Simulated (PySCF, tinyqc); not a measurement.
Inside a calculation. Method: CIS and TDHF on RHF in the sto-3g basis, frozen core, for BeH+, spin multiplicity 1. The lowest restricted solution is unstable here: a spin-polarised one lies 0.0005 hartree lower (PySCF). Computed by tinyqc, a small Python program that keeps every step (integrals from PySCF). Settings: charge = 1, multiplicity = 1, basis = sto-3g, method = RHF, frozen orbitals = 1, energy threshold = 1e-10, iteration cap = 85, orthogonalisation = symmetric, start = core, DIIS depth = 6, TDHF = 1. Command: `OMP_NUM_THREADS=1 python tinyqc.py 20123 20124 out.jsonl` (the two numbers bound the seeds that draw the settings). One thread of a shared host (Intel(R) Xeon(R) Processor @ 2.60GHz), about 0.1 s of CPU time with the checks. The early iterations of the SCF are left out here.

## One-electron integrals

Geometry (angstrom):
```
atom,x,y,z
Be,0.000000,0.000000,0.000000
H,0.000000,0.000000,1.694000
```

Basis sto-3g: exponents (1/bohr^2) and contraction coefficients of normalised primitives:
```
element,l (shell),exponent,coefficient
Be,s (1),30.167871,0.154329
Be,s (1),5.495115,0.535328
Be,s (1),1.487193,0.444635
Be,s (2),1.314833,-0.099967
Be,s (2),0.305539,0.399513
Be,s (2),0.099371,0.700115
Be,p (3),1.314833,0.155916
Be,p (3),0.305539,0.607684
Be,p (3),0.099371,0.391957
H,s (1),3.425251,0.154329
H,s (1),0.623914,0.535328
H,s (1),0.168855,0.444635
```

Overlap, kinetic and nuclear-attraction integrals over the contracted functions; the nuclear repulsion is the sum of Za Zb / Rab.

nuclear repulsion = 1.24953297 hartree

overlap S, lower triangle:
```
,1Be 1s,1Be 2s,1Be 2px,1Be 2py,1Be 2pz,2H 1s
1Be 1s,1.000000
1Be 2s,0.259517,1.000000
1Be 2px,0.000000,0.000000,1.000000
1Be 2py,0.000000,0.000000,0.000000,1.000000
1Be 2pz,0.000000,0.000000,0.000000,0.000000,1.000000
2H 1s,0.031948,0.326596,0.000000,0.000000,0.412126,1.000000
```

kinetic energy T (hartree), lower triangle:
```
,1Be 1s,1Be 2s,1Be 2px,1Be 2py,1Be 2pz,2H 1s
1Be 1s,6.693975
1Be 2s,-0.033012,0.211111
1Be 2px,0.000000,0.000000,0.660592
1Be 2py,0.000000,0.000000,0.000000,0.660592
1Be 2pz,0.000000,0.000000,0.000000,0.000000,0.660592
2H 1s,-0.009176,0.026152,0.000000,0.000000,0.094542,0.760032
```

nuclear attraction V (hartree), lower triangle:
```
,1Be 1s,1Be 2s,1Be 2px,1Be 2py,1Be 2pz,2H 1s
1Be 1s,-14.873475
1Be 2s,-1.980315,-2.618406
1Be 2px,0.000000,0.000000,-2.573460
1Be 2py,0.000000,0.000000,0.000000,-2.573460
1Be 2pz,-0.011263,-0.109315,0.000000,0.000000,-2.652438
2H 1s,-0.243235,-0.787142,0.000000,0.000000,-0.971474,-2.474018
```

core Hamiltonian H = T + V (hartree), lower triangle:
```
,1Be 1s,1Be 2s,1Be 2px,1Be 2py,1Be 2pz,2H 1s
1Be 1s,-8.179500
1Be 2s,-2.013327,-2.407296
1Be 2px,0.000000,0.000000,-1.912868
1Be 2py,0.000000,0.000000,0.000000,-1.912868
1Be 2pz,-0.011263,-0.109315,0.000000,0.000000,-1.991846
2H 1s,-0.252410,-0.760991,0.000000,0.000000,-0.876933,-1.713986
```

## Two-electron integrals

Functions are numbered as in S; the eight-fold symmetry (ij|kl) = (ji|kl) = (kl|ij) leaves the list below.

Two-electron integrals (ij|kl) in chemists' order, unique and non-zero (hartree):
```
i,j,k,l,(ij|kl)
1,1,1,1,2.298831
2,1,1,1,0.392036
2,1,2,1,0.079539
2,2,1,1,0.570988
2,2,2,1,0.143041
2,2,2,2,0.417683
3,1,3,1,0.014607
3,2,3,1,0.021888
3,2,3,2,0.092265
3,3,1,1,0.569578
3,3,2,1,0.143083
3,3,2,2,0.417589
3,3,3,3,0.449859
4,1,4,1,0.014607
4,2,4,1,0.021888
4,2,4,2,0.092265
4,3,4,3,0.024249
4,4,1,1,0.569578
4,4,2,1,0.143083
4,4,2,2,0.417589
4,4,3,3,0.401360
4,4,4,4,0.449859
5,1,5,1,0.014607
5,2,5,1,0.021888
5,2,5,2,0.092265
5,3,5,3,0.024249
5,4,5,4,0.024249
5,5,1,1,0.569578
5,5,2,1,0.143083
5,5,2,2,0.417589
5,5,3,3,0.401360
5,5,4,4,0.401360
5,5,5,5,0.449859
6,1,1,1,0.047625
6,1,2,1,0.009656
6,1,2,2,0.017523
6,1,3,3,0.017408
6,1,4,4,0.017408
6,1,5,1,0.000853
6,1,5,2,0.001616
6,1,5,5,0.017761
6,1,6,1,0.001229
6,2,1,1,0.139974
6,2,2,1,0.035710
6,2,2,2,0.117000
6,2,3,3,0.112288
6,2,4,4,0.112288
6,2,5,1,0.004609
6,2,5,2,0.030618
6,2,5,5,0.126312
6,2,6,1,0.004797
6,2,6,2,0.053314
6,3,3,1,0.002932
6,3,3,2,0.014511
6,3,5,3,0.005016
6,3,6,3,0.004272
6,4,4,1,0.002932
6,4,4,2,0.014511
6,4,5,4,0.005016
6,4,6,4,0.004272
6,5,1,1,0.159990
6,5,2,1,0.041245
6,5,2,2,0.141250
6,5,3,3,0.132989
6,5,4,4,0.132989
6,5,5,1,0.007339
6,5,5,2,0.047123
6,5,5,5,0.157623
6,5,6,1,0.005731
6,5,6,2,0.072425
6,5,6,5,0.100563
6,6,1,1,0.311731
6,6,2,1,0.080803
6,6,2,2,0.297924
6,6,3,3,0.277335
6,6,4,4,0.277335
6,6,5,1,0.010981
6,6,5,2,0.097749
6,6,5,5,0.338765
6,6,6,1,0.010997
6,6,6,2,0.180077
6,6,6,5,0.257374
6,6,6,6,0.774606
```

## Orthogonalisation

S = U s U^T; symmetric (Loewdin) form X = U s^(-1/2) U^T, so that X^T S X = 1.

eigenvalues of S: 0.455636  0.796759  1.000000  1.000000  1.183185  1.564420

X, lower triangle:
```
,1Be 1s,1Be 2s,1Be 2px,1Be 2py,1Be 2pz,2H 1s
1Be 1s,1.027547
1Be 2s,-0.142340,1.080363
1Be 2px,0.000000,0.000000,1.000000
1Be 2py,0.000000,0.000000,0.000000,1.000000
1Be 2pz,-0.008298,0.065835,0.000000,0.000000,1.080587
2H 1s,0.021897,-0.205182,0.000000,0.000000,-0.252322,1.132116
```

## Iteration 8 (converged): orbitals

converged F (hartree), lower triangle:
```
,1Be 1s,1Be 2s,1Be 2px,1Be 2py,1Be 2pz,2H 1s
1Be 1s,-4.997320
1Be 2s,-1.403976,-0.852203
1Be 2px,0.000000,0.000000,-0.129093
1Be 2py,0.000000,0.000000,0.000000,-0.129093
1Be 2pz,0.016971,-0.108085,0.000000,0.000000,-0.254683
2H 1s,-0.175484,-0.414664,0.000000,0.000000,-0.355776,-0.438753
```

Diagonalise F' = X^T F X, C = X C', fill 2 alpha and 2 beta electrons from the bottom; D = 2 C_occ C_occ^T. Each column has its largest component positive (the first on a tie).

F' = X^T F X (hartree), lower triangle:
```
,1,2,3,4,5,6
1,-4.888966
2,-0.705300,-0.516192
3,0.000000,0.000000,-0.129093
4,0.000000,0.000000,0.000000,-0.129093
5,0.015071,-0.014047,0.000000,0.000000,-0.136455
6,0.012941,-0.272528,0.000000,0.000000,-0.278669,-0.228391
```

orbital energies (hartree): MO1 -5.000120, MO2 -0.669943, MO3 -0.255084, MO4 -0.129093, MO5 -0.129093, MO6 0.155143

coefficients C:
```
,MO1,MO2,MO3,MO4,MO5,MO6
1Be 1s,0.992973,-0.196213,-0.200001,0.000000,0.000000,0.110308
1Be 2s,0.026253,0.631730,0.743222,0.000000,0.000000,-0.530780
1Be 2px,0.000000,0.000000,0.000000,0.786648,-0.617402,0.000000
1Be 2py,0.000000,0.000000,0.000000,0.617402,0.786648,0.000000
1Be 2pz,-0.001923,0.267748,-0.603531,0.000000,0.000000,-0.894313
2H 1s,-0.002867,0.496703,-0.334998,0.000000,0.000000,1.014389
```

D after iteration 8, lower triangle:
```
,1Be 1s,1Be 2s,1Be 2px,1Be 2py,1Be 2pz,2H 1s
1Be 1s,2.048989
1Be 2s,-0.195770,0.799544
1Be 2px,0.000000,0.000000,0.000000
1Be 2py,0.000000,0.000000,0.000000,0.000000
1Be 2pz,-0.108891,0.338187,0.000000,0.000000,0.143385
2H 1s,-0.200612,0.627414,0.000000,0.000000,0.265993,0.493444
```

Within a degenerate level the vectors are fixed only up to a rotation; this is one choice.

## Convergence

Stop when the energy changes by less than 1e-10 hartree and every element of the error matrix X^T (F D S - S D F) X is below 3e-06.

Course of the cycle:
```
iteration,E (hartree),change,largest element of the error matrix
1,-14.40284098,-,3.07e-01
2,-14.62381202,-2.21e-01,6.06e-02
3,-14.62937361,-5.56e-03,1.28e-02
4,-14.63002026,-6.47e-04,4.63e-03
5,-14.63010147,-8.12e-05,1.44e-04
6,-14.63010155,-7.65e-08,3.66e-05
7,-14.63010156,-5.68e-09,2.55e-07
8,-14.63010156,-2.26e-13,2.78e-08
```

PySCF RHF in the same basis = -14.63010156 hartree

Converged in 8 iterations.

## Integrals over molecular orbitals

(pq|rs) = sum C_ip C_jq C_kr C_ls (ij|kl), one index at a time.

one-electron integrals over orbitals h = C^T H C (hartree), lower triangle:
```
,1,2,3,4,5,6
1,-8.169999
2,0.169316,-2.039572
3,0.196903,-0.046864,-1.890393
4,0.000000,0.000000,0.000000,-1.912868
5,0.000000,0.000000,0.000000,0.000000,-1.912868
6,-0.069194,0.223331,-0.079306,0.000000,0.000000,-1.646216
```

Two-electron integrals over orbitals (pq|rs), unique and non-zero (hartree); the lowest 1 orbital is frozen and left out:
```
p,q,r,s,(pq|rs)
2,2,2,2,0.475380
3,2,2,2,-0.067194
3,2,3,2,0.053798
3,3,2,2,0.323615
3,3,3,2,0.033663
3,3,3,3,0.439644
4,2,4,2,0.044619
4,3,4,2,0.033540
4,3,4,3,0.049550
4,4,2,2,0.352753
4,4,3,2,0.033777
4,4,3,3,0.388426
4,4,4,4,0.449859
5,2,5,2,0.044619
5,3,5,2,0.033540
5,3,5,3,0.049550
5,4,5,4,0.024249
5,5,2,2,0.352753
5,5,3,2,0.033777
5,5,3,3,0.388426
5,5,4,4,0.401360
5,5,5,5,0.449859
6,2,2,2,0.029744
6,2,3,2,-0.053115
6,2,3,3,-0.016720
6,2,4,4,-0.066961
6,2,5,5,-0.066961
6,2,6,2,0.120041
6,3,2,2,-0.056633
6,3,3,2,0.048901
6,3,3,3,0.054330
6,3,4,4,0.030881
6,3,5,5,0.030881
6,3,6,2,-0.057591
6,3,6,3,0.065445
6,4,4,2,-0.026918
6,4,4,3,-0.009716
6,4,6,4,0.023328
6,5,5,2,-0.026918
6,5,5,3,-0.009716
6,5,6,5,0.023328
6,6,2,2,0.480472
6,6,3,2,-0.070498
6,6,3,3,0.350845
6,6,4,4,0.355892
6,6,5,5,0.355892
6,6,6,2,0.058898
6,6,6,3,-0.060441
6,6,6,6,0.519578
```

## CIS matrix, singlets

A(ia,jb) = (e_a - e_i) d_ij d_ab + 2 (ia|jb) - (ij|ab).

CIS matrix A, singlet (hartree), lower triangle:
```
,2>3,2>4,2>5,2>6
2>3,0.198841
2>4,0.000000,0.277336
2>5,0.000000,0.000000,0.277336
2>6,-0.049597,0.000000,0.000000,0.584696
```

## CIS singlet states

dipole integrals <i|r|a> (bohr):
```
,x,y,z
2>3,0.000000,0.000000,-1.059948
2>4,0.703110,0.551837,0.000000
2>5,-0.551837,0.703110,0.000000
2>6,0.000000,0.000000,0.827276
```

Diagonalise A (1 hartree = 27.211386 eV); each vector has its largest component positive (the first on a tie). The transition dipole is mu = sqrt2 sum c_ia <i|r|a>.

singlet excitation energies (eV): 5.240037  7.546690  7.546690  16.081077

lowest vectors:
```
,state 1,state 2,state 3,state 4
2>3,0.992096,0.000000,0.000000,-0.125482
2>4,0.000000,0.995461,-0.095168,0.000000
2>5,0.000000,0.095168,0.995461,0.000000
2>6,0.125482,0.000000,0.000000,0.992096
```

oscillator strengths 2/3 w |mu|^2: 0.230633  0.295414  0.295414  0.716745

Within a degenerate level the vectors are fixed only up to a rotation; this is one choice.

## TDHF (RPA) singlet states

B(ia,jb) = 2 (ia|jb) - (ib|ja); the squared energies are the eigenvalues of (A - B)(A + B); 1 hartree = 27.211386 eV.

TDHF matrix B, singlet (hartree), lower triangle:
```
,2>3,2>4,2>5,2>6
2>3,0.053798
2>4,0.000000,0.044619
2>5,0.000000,0.000000,0.044619
2>6,-0.053115,0.000000,0.000000,0.120041
```

squared energies w^2 (hartree^2): 0.034296  0.074924  0.074924  0.329084

TDHF energies from the positive w^2 (eV): 5.039302  7.448381  7.448381  15.610047

## CIS matrix, triplets

A(ia,jb) = (e_a - e_i) d_ij d_ab - (ij|ab).

CIS matrix A, triplet (hartree), lower triangle:
```
,2>3,2>4,2>5,2>6
2>3,0.091245
2>4,0.000000,0.188097
2>5,0.000000,0.000000,0.188097
2>6,0.056633,0.000000,0.000000,0.344614
```

## CIS triplet states

Diagonalise A (1 hartree = 27.211386 eV); each vector has its largest component positive (the first on a tie).

triplet excitation energies (eV): 2.154110  5.118388  5.118388  9.706207

lowest vectors:
```
,state 1,state 2,state 3,state 4
2>3,0.977990,0.000000,0.000000,0.208651
2>4,0.000000,0.993765,0.111492,0.000000
2>5,0.000000,-0.111492,0.993765,0.000000
2>6,-0.208651,0.000000,0.000000,0.977990
```

Within a degenerate level the vectors are fixed only up to a rotation; this is one choice.

## TDHF (RPA) triplet states

B(ia,jb) = - (ib|ja); the squared energies are the eigenvalues of (A - B)(A + B); 1 hartree = 27.211386 eV.

TDHF matrix B, triplet (hartree), lower triangle:
```
,2>3,2>4,2>5,2>6
2>3,-0.053798
2>4,0.000000,-0.044619
2>5,0.000000,0.000000,-0.044619
2>6,0.053115,0.000000,0.000000,-0.120041
```

squared energies w^2 (hartree^2): -0.002173  0.033390  0.033390  0.112726

TDHF energies from the positive w^2 (eV): 4.972297  4.972297  9.136122

A + B or A - B has a negative eigenvalue: the restricted solution is unstable towards a spin-polarised one, a negative w^2 means an imaginary energy, and the lowest roots have no physical meaning.
